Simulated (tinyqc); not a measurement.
Inside a calculation. Method: UHF in the 6-311g basis, for H2, spin multiplicity 3. One step of it, computed by the program tinyqc.

Task: Orthogonalisation. S = U s U^T; symmetric (Loewdin) form X = U s^(-1/2) U^T, so that X^T S X = 1.

overlap S, order 1H 1s, 1H 2s, 1H 3s, 2H 1s, 2H 2s, 2H 3s:
$$\begin{pmatrix}
1.000000 & 0.706377 & 0.373664 & 0.118552 & 0.301963 & 0.273637 \\
0.706377 & 1.000000 & 0.788963 & 0.301963 & 0.585629 & 0.610442 \\
0.373664 & 0.788963 & 1.000000 & 0.273637 & 0.610442 & 0.844751 \\
0.118552 & 0.301963 & 0.273637 & 1.000000 & 0.706377 & 0.373664 \\
0.301963 & 0.585629 & 0.610442 & 0.706377 & 1.000000 & 0.788963 \\
0.273637 & 0.610442 & 0.844751 & 0.373664 & 0.788963 & 1.000000
\end{pmatrix}$$

Give: eigenvalues of S; X.

Result:

eigenvalues of S: [0.0455, 0.1322, 0.2591, 0.7617, 1.1465, 3.6550]

X, order 1H 1s, 1H 2s, 1H 3s, 2H 1s, 2H 2s, 2H 3s:
$$\begin{pmatrix}
1.3764 & -0.7548 & 0.2138 & 0.0441 & -0.0060 & -0.0416 \\
-0.7548 & 2.2271 & -1.0677 & -0.0060 & -0.4174 & 0.2846 \\
0.2138 & -1.0677 & 2.3990 & -0.0416 & 0.2846 & -1.2102 \\
0.0441 & -0.0060 & -0.0416 & 1.3764 & -0.7548 & 0.2138 \\
-0.0060 & -0.4174 & 0.2846 & -0.7548 & 2.2271 & -1.0677 \\
-0.0416 & 0.2846 & -1.2102 & 0.2138 & -1.0677 & 2.3990
\end{pmatrix}$$
